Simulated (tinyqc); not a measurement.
Gate sweep: gated graphene: carriers, quantum capacitance and optical conductivity.

Cones E = +/- hv |k|, four flavours, D(E) = 2|E|/(pi hv^2). n = (2/pi)(kT/hv)^2 F_1(mu/kT), p = (2/pi)(kT/hv)^2 F_1(-mu/kT), in 1/angstrom^2 (1e16 for 1/cm^2); F_1(eta) = integral_0^infinity x dx/(1 + exp(x - eta)). Cq/e^2 = d(n - p)/d mu = (2 kT/(pi hv^2)) ln(2 + 2 cosh(mu/kT)).

Gate: V = mu/e + e (n - p)/Cox with Cox/e^2 = k/(4 pi e2 t), t in angstrom, e2 = e^2/(4 pi eps0); 1/(eV angstrom^2) in C/e^2 equals 1602.176634 microfarad/cm^2; total 1/C = 1/Cox + 1/Cq.

Constants: kB = 8.617333262e-05 eV/K; e^2/(4 pi eps0) = 14.39964547 eV angstrom.

Inputs chosen for the exercise (Fermi velocity near that of graphene, gate dielectric near SiO2; the results hold for these values, not for the real material):
```
symbol  value  unit         meaning
hv      6.76   eV angstrom  hbar vF
T       300    K
k       3.76                dielectric constant of the gate layer
t       90     nm           its thickness
```

Results:
```
V (V)  mu (eV)  n - p (1/cm^2)  n + p (1/cm^2)  Cq (microfarad/cm^2)  C/Cox  Cox V/e (1/cm^2)
0       0.0000               0        1.53e+11                 0.800  0.956                 0
1.0     0.0393        2.22e+11        2.61e+11                  1.10  0.968          2.31e+11
2.7     0.0812        6.05e+11        6.13e+11                  1.86  0.981          6.23e+11
6.7     0.1398        1.51e+12        1.52e+12                  3.13  0.988          1.55e+12
13      0.2006        2.96e+12        2.96e+12                  4.48  0.992          3.00e+12
23      0.2704        5.25e+12        5.25e+12                  6.04  0.994          5.31e+12
33      0.3257        7.54e+12        7.54e+12                  7.27  0.995          7.62e+12
50      0.4027        1.15e+13        1.15e+13                  8.99  0.996          1.15e+13
73      0.4880        1.67e+13        1.67e+13                  10.9  0.997          1.69e+13
```

At neutrality n + p = 1.53e+11 1/cm^2 of thermal carriers remain and C/Cox = 0.956; at the last row C/Cox = 0.997 and the plain capacitor rule overstates n - p by 0.7 %. Between the last two rows mu goes as V^0.51; for |mu| well above kT the limits are 1/2 where Cox is small against Cq and 1 where it is large.

Program tinyqc; command `OMP_NUM_THREADS=1 python tinyqc.py 1682307 1682308 out.jsonl`; about 0.01 s on one thread of a shared Intel(R) Xeon(R) Processor @ 2.30GHz.
